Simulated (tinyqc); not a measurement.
# Global model of a low-pressure process discharge: electron temperature, density, ion flux and ion energy, step by step

A worked calculation. Computed by tinyqc, a small Python program that keeps every step. Command: `OMP_NUM_THREADS=1 python tinyqc.py 3113053 3113054 out.jsonl plasma walk`. One thread of a shared host (Intel(R) Xeon(R) Processor @ 2.30GHz), about 0.01 s of CPU time with the checks. Intermediate numbers are printed to about 5 digits and carried at full precision; extremes and crossings named in words are read from the listed rows.

Maxwellian electrons with temperature T_e in eV, one positive ion, no negative ions, uniform bulk density n; rate constants have the Arrhenius form.

Inputs (values chosen for the exercise, of the order of those of an inductive discharge in a simple atomic gas): ion mass M = 28 u; ionisation prefactor K0 = 7.5e-14 m^3/s; ionisation energy E_iz = 17.2 eV; excitation prefactor X0 = 7.6e-15 m^3/s; excitation energy E_ex = 10.4 eV; elastic rate constant K_el = 7.9e-14 m^3/s; ion-neutral cross section = 8.4e-19 m^2; pressure p = 3.1 Pa; gas temperature T_g = 400 K; radius R = 22 cm; height L = 12 cm; absorbed power P = 230 W; bias power P_b = 190 W; radius of the biased electrode = 5 cm; bias frequency = 2 MHz; mixing = 0.2.

Constants: k_B = 1.380649e-23 J/K; e = 1.602176634e-19 C; u = 1.6605390666e-27 kg; m_0 = 9.1093837015e-31 kg; eps_0 = 8.8541878128e-12 F/m.

## Geometry factors

n_g = p/(k_B T_g); lambda_i = 1/(n_g sigma); h_L = 0.86/sqrt(3 + L/(2 lambda_i)), h_R = 0.8/sqrt(4 + R/lambda_i); A_eff = 2 pi R^2 h_L + 2 pi R L h_R; d_eff = pi R^2 L/A_eff.

gas density n_g = 5.6133e+20 1/m^3

ion mean free path = 0.21208 cm

h_L = 0.15374

h_R = 0.077075

A_eff = 595.38 cm^2

d_eff = 30.646 cm

Caution: at so short an ion path the formulas for h_L and h_R give way to the ambipolar-diffusion limit.

## A fixed-point cycle for T_e

Particle balance: K0 exp(-E_iz/T_e) n_g d_eff = u_B, u_B = sqrt(e T_e/M). Cycle: T_out = T sqrt(loss/creation) with loss/creation = u_B/(K0 exp(-E_iz/T) n_g d_eff); T -> T + mixing (T_out - T), kept between 0.3 and 60 eV, from 3 eV; stop at |T_out - T| < 1e-9 eV or after 60 steps.

Course:
```
step  T (eV)  T_out (eV)  residual (eV)
0     3.0000      0.8325    -2.1675e+00
1     2.5665      1.1116    -1.4549e+00
2     2.2755      1.4679    -8.0758e-01
3     2.1140      1.7871    -3.2693e-01
4     2.0486      1.9565    -9.2131e-02
5     2.0302      2.0096    -2.0548e-02
6     2.0261      2.0218    -4.2242e-03
...      ...         ...            ...
10    2.0250      2.0250    -6.8869e-06
11    2.0250      2.0250    -1.3817e-06
12    2.0250      2.0250    -2.7720e-07
13    2.0250      2.0250    -5.5613e-08
14    2.0250      2.0250    -1.1157e-08
15    2.0250      2.0250    -2.2384e-09
16    2.0250      2.0250    -4.4908e-10
```

last residual = 4.4908e-10 eV

Converged in 17 steps.

## Electron temperature

Root found by bracketing.

T_e = 2.0250 eV

Bohm velocity u_B = 2641.6 m/s

K_iz = 1.5356e-17 m^3/s

## Energy per pair and density

E_c = E_iz + (X0 exp(-E_ex/T_e) E_ex + K_el (3 m_0/M) T_e)/K_iz; wall potential V_s = (T_e/2) ln(M/(2 pi m_0)); E_T = E_c + 2 T_e + T_e/2 + V_s; n = P/(e u_B A_eff E_T); ion current density J = e h_L n u_B; ionised share n/n_g.

collisional loss per pair E_c = 48.092 eV

wall potential V_s = 9.1151 V

E_T = 62.269 eV

plasma density n = 1.4658e+11 1/cm^3

ion current density J = 0.95377 mA/cm^2

ionised share = 2.6113e-04

Collisions take 77 % of the power and the walls the rest. T_e came from the particle balance alone; the power sets only n.

## Biased electrode

All bias power goes to ions: V_b = P_b/(J pi r^2). Debye length at the sheath edge lambda_D = sqrt(eps_0 T_e/(e h_L n)); Child-law sheath s = (sqrt2/3) lambda_D (2 V/T_e)^(3/4), V = V_b + V_s; ion transit time tau_i = 3 s sqrt(M/(2 e V)); collisions in the sheath s/lambda_i.

bias voltage V_b = 2536.4 V

lambda_D = 70.469 micrometre

sheath width s = 11.794 mm

ion transit time = 267.14 ns

transit time over bias period = 0.53428

s/lambda_i = 5.5613

Many ions collide in the sheath, which lowers their energy and widens their angles.

## Pressure series at fixed power

n_g = p/(k_B T_g), lambda_i = 1/(n_g sigma), K_iz = K0 exp(-E_iz/T_e), h_L = 0.86/sqrt(3 + L/(2 lambda_i)), h_R = 0.8/sqrt(4 + R/lambda_i), A_eff = 2 pi R^2 h_L + 2 pi R L h_R and d_eff = pi R^2 L/A_eff follow p. E_c = E_iz + (X0 exp(-E_ex/T_e) E_ex + K_el (3 m_0/M) T_e)/K_iz; E_T = E_c + (5/2) T_e + (T_e/2) ln(M/(2 pi m_0)); n = P/(e u_B A_eff E_T); J = e h_L n u_B. Pressures without a root below 2 E_iz are left out.

Against pressure:
```
p (Pa)  T_e (eV)  E_c (eV)  E_T (eV)  n (1/cm^3)  J (mA/cm^2)
0.1       4.9083     21.42     55.79  3.4535e+10       0.9894
0.2       3.8716     23.32     50.43  4.8818e+10       1.1185
0.5       2.9979     27.44     48.43  7.4229e+10       1.1953
1.0       2.5434     32.61     50.42  9.9377e+10       1.1641
2.0       2.2003     40.71     56.12  1.2817e+11       1.0548
5.0       1.8622     59.00     72.04  1.6513e+11       0.8265
10.0      1.6670     82.61     94.28  1.8604e+11       0.6328
20.0      1.5087    121.11    131.67  1.9665e+11       0.4536
```

T_e falls from 4.91 to 1.51 eV, n changes by a factor 5.7 and J by 0.46; in J = P h_L/(A_eff E_T), E_T changes by a factor 2.36 and is least at 0.5 Pa, between wall losses at high T_e and excitation losses at low T_e.

Checks made by the program: cycle against bracketing (relative difference below 1e-10).
